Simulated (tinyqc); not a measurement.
Jacobi rotations on a symmetric matrix, step by step. One step of it, computed by the program tinyqc.

Problem. Jacobi rotation 3. Take the largest off-diagonal element A_pq; tan 2 theta = 2 A_pq / (A_qq - A_pp) with |theta| <= pi/4; A' = J^T A J with J_pp = J_qq = cos, J_pq = sin, J_qp = -sin.

A':
$$\begin{pmatrix}
-0.010245 & 0.000000 & 0.092325 & 0.054888 & 0.030356 \\
0.000000 & 0.455372 & -0.030450 & -0.070449 & -0.046444 \\
0.092325 & -0.030450 & 0.483000 & -0.074000 & 0.122139 \\
0.054888 & -0.070449 & -0.074000 & 1.073000 & 0.178250 \\
0.030356 & -0.046444 & 0.122139 & 0.178250 & 2.407874
\end{pmatrix}$$

Give: p, q, theta; A'.

Solution.

p, q, theta (rad): [4.0000, 5.0000, 0.1305]

A':
$$\begin{pmatrix}
-0.0102 & 0.0000 & 0.0923 & 0.0505 & 0.0372 \\
0.0000 & 0.4554 & -0.0304 & -0.0638 & -0.0552 \\
0.0923 & -0.0304 & 0.4830 & -0.0893 & 0.1115 \\
0.0505 & -0.0638 & -0.0893 & 1.0496 & 0.0000 \\
0.0372 & -0.0552 & 0.1115 & 0.0000 & 2.4313
\end{pmatrix}$$
